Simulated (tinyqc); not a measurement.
# Junction field-effect transistor with two gates, gradual channel with velocity saturation, step by step

tinyqc, about 0.1 s, one thread, Intel Xeon 2.30GHz (shared host): `OMP_NUM_THREADS=1 python tinyqc.py 2500153 2500154 out.jsonl` Printed values are rounded.

A uniformly doped n-type channel, depleted from both sides by p+ gates; at channel potential V the depleted share of a is u = sqrt((Vbi - Vg + V)/Vp), s at the source. Electrons drift with v = mu E/(1 + mu E/vsat). Abrupt depletion edge, no series resistance, source at 0.

Inputs (values chosen for the exercise); material values close to those of gallium arsenide:
- T = 400 K (temperature)
- eps_r = 13.1 (relative permittivity of the semiconductor)
- Nc = 6.82e17 cm^-3 (conduction-band density of states at T)
- Eg = 1.4 eV (band gap)
- Nv = 1.36e19 cm^-3 (valence-band density of states at T)
- Nd = 3.1e16 cm^-3 (donor density of the channel)
- a = 440 nm (half the channel thickness)
- mu = 5500 cm^2/(V s) (low-field mobility at this doping)
- vsat = 8.9e6 cm/s (saturation velocity)
- L = 10 um (gate length)
- W = 50 um (gate width)
- Na = 1.3e18 cm^-3 (acceptor density of the gates)
- Vg = -1.6 V (gate voltage)
- Vd = 0.7 V (drain voltage)

Constants: q = 1.602176634e-19 C, kB = 1.380649e-23 J/K, Vt = kB T/q, eps0 = 8.8541878128e-14 F/cm where lengths are in cm. Results are converted to the units shown.

## Built-in and pinch-off voltages

ni = sqrt(Nc Nv) exp(-Eg/(2 Vt)), Eg in volts; Vbi = Vt ln(Na Nd/ni^2); Vp = q Nd a^2/(2 eps0 eps_r); G0 = 2 q mu Nd a W/L; Z = mu Vp/(vsat L); s = sqrt((Vbi - Vg)/Vp). VT = Vbi - Vp.

Vbi = 1.212530 V
Vp = 4.145028 V
VT = -2.932498 V
G0 = 12.01953 mS
Z = 2.561534
s = 0.8237300

Z = 2.56: velocity saturation matters.

## Current below saturation

u = sqrt((Vbi - Vg + Vd)/Vp). I = (G0 Vp/3) F/(1 + Z (u^2 - s^2)), F = 3 (u^2 - s^2) - 2 (u^3 - s^3), with u at V = Vd; Z = 0 gives constant mobility, for which u stops at 1.

u = 0.9205477
F = 0.06432467
I for Z = 0 = 1.068246 mA
I = 0.7456774 mA

The falling mobility lowers the current by 30.2 %.

## Iteration 1: the saturation point by Newton steps

u at the start = 0.824

a is the channel (half-)thickness, Vp its pinch-off voltage and Z = mu Vp/(vsat L); an iterate with u > 1 is an overshoot, not a physical state. f = (1 - u)(1 + Z (u^2 - s^2)) - Z F/3, F = 3 (u^2 - s^2) - 2 (u^3 - s^3); f' = -(1 + Z (u^2 - s^2)); u(new) = u - f/f'.

f = 0.1759998
f' = -1.001140
u after iteration 1 = 0.9997995

## Iteration 2: the saturation point by Newton steps

As before.

f = -0.06987135
f' = -1.822426
u after iteration 2 = 0.9614597

## Course of the iteration: the saturation point by Newton steps

Stop when u changes by less than 1e-10, or after 60 iterations.

Course of the iteration:

| iteration | u | \|change\| |
|---|---|---|
| 1 | 0.9997995 | 0.176 |
| 2 | 0.9614597 | 0.0383 |
| 3 | 0.9591795 | 2.28e-3 |
| 4 | 0.9591716 | 7.91e-6 |
| 5 | 0.9591716 | 9.49e-11 |

Converged in 5 iterations. At the end the number of correct digits about doubles with each step.

## Saturation voltage, current and transconductance

um = 0.9591716

Vdsat = Vp (um^2 - s^2); Isat = (G0 Vp/Z)(1 - um), which is 2 q Nd vsat a W (1 - um); gm = G0 (um - s)/(1 + Z (um^2 - s^2)). For Z = 0: Vdsat = Vp (1 - s^2), Isat = (G0 Vp/3)(1 - 3 s^2 + 2 s^3), gm = G0 (1 - s).

Vdsat = 1.000937 V
Isat = 0.7941040 mA
gm = 1.005800 mS
Vdsat for Z = 0 = 1.332498 V
Isat for Z = 0 = 1.366092 mA
gm for Z = 0 = 2.118683 mS

The current saturates with 4.08 % of the channel still open at the drain, at 0.581 of the constant-mobility current.
